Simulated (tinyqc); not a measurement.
Inside a calculation: k.p theory built from an empirical-pseudopotential calculation at Gamma. Values are carried at full precision from step to step, so a last printed digit may differ when a step is redone from the rounded ones.

Empirical pseudopotential on the fcc lattice, atoms at +/- tau, tau = a (1,1,1)/8, no spin-orbit coupling. H(G,G') = c (2 pi/a)^2 |k + G|^2 delta + VS(q) cos(q.tau) + i VA(q) sin(q.tau), q = G - G', c = hbar^2/2m0; k and G in units of 2 pi/a; VS at |q|^2 = 3, 8, 11 and VA at 3, 4, 11, in rydberg, zero elsewhere. The basis is fixed: all 113 G with |G|^2 up to Gcut. Energies are counted from the fourth level at Gamma.

Constants: hbar^2/2m0 = 3.80998211 eV angstrom^2; Ry = 13.60569312 eV.

Parameters, chosen for this exercise (near those of InAs; not measured data): a = 6.03 angstrom (lattice constant); VS = (-0.214, 0.001, 0.049) Ry (symmetric form factors); VA = (0.082, 0.052, 0.03) Ry (antisymmetric form factors); Gcut = 20 (2 pi/a)^2 (largest |G|^2 of the fixed basis).

## Levels at Gamma

Diagonalise H at k = 0 and group equal levels.

Multiplets at Gamma:
```
multiplet,degeneracy,E (eV)
1,1,-11.3157
2,3,0.0000
3,1,0.4686
4,3,4.4611
5,1,7.5789
6,2,8.1744
7,3,11.7613
8,1,13.3107
9,1,24.1203
```

The lowest empty multiplet is a singlet at 0.469 eV; the lowest empty singlet (s-like) is multiplet 3.

## Mass of the s-like conduction level (multiplet 3)

For a multiplet A of d_A states, W(B) = (4 c/(3 d_A)) sum over n in A, m in B and i = x, y, z of |<n|G_i|m>|^2 (G in 1/angstrom, <n|G_i|m> = sum_G c_n(G)* G_i c_m(G)); the mean inverse mass of A is 1 + sum_B W(B)/(E_A - E_B). Multiplets with W = 0 are left out.

List the couplings (the first eight at most); W to the valence triplet is the Kane energy Ep.

Couplings:
```
multiplet B,degeneracy,E_B (eV),W (eV),W/(E_A - E_B)
2,3,0.0000,14.6787,31.3227
4,3,4.4611,0.0035,-0.0009
7,3,11.7613,0.3230,-0.0286
11,3,24.1904,0.6313,-0.0266
12,3,24.5283,0.1823,-0.0076
15,3,36.3209,0.0403,-0.0011
17,3,37.0002,0.0001,0.0000
19,3,38.0098,0.0073,-0.0002
```

sum over the higher multiplets = -0.0030
1/m = 32.2547

Ep = 14.68 eV. The valence triplet gives 31.32, all other levels together -0.07; m = 0.0310, against 0.0309 for two levels alone.

## Valence parameters

Fold all other levels onto the valence triplet: D(u) = c + 4 c^2 sum_m <n|u.G|m><m|u.G|n'>/(0 - E_m), in units of c. Along [100] its eigenvalues are L (once) and M (twice); along [111] (L + 2M + 2N)/3 (once) and (L + 2M - N)/3 (twice). Then g1 = -(L + 2M)/3, g2 = -(L - M)/6, g3 = -N/6.

eigenvalues along [100]: -31.626  -1.797  -1.797

eigenvalues along [111]: -33.702  -0.759  -0.759

L, M, N: -31.626  -1.797  -32.943

g1, g2, g3: 11.740  4.972  5.491

With spin-orbit coupling added at fixed g1, g2, g3 and large against the hole energy these give heavy and light masses along [100] of 0.557 and 0.046. The s-like level alone adds Ep/(3E) = 10.44 to g1. Local form factors fix Ep and the gap only roughly, so these values can lie far from measured ones.

## Checks

- 1/m of the s-like level from the sum against the curvature of the band: both 32.25.
- L and M against the curvatures along [100]: largest relative difference 1.1e-05.

Program tinyqc; command `OMP_NUM_THREADS=1 python tinyqc.py 1081469 1081470 out.jsonl`; about 0.6 s on one thread of a shared Intel(R) Xeon(R) Processor @ 2.30GHz.
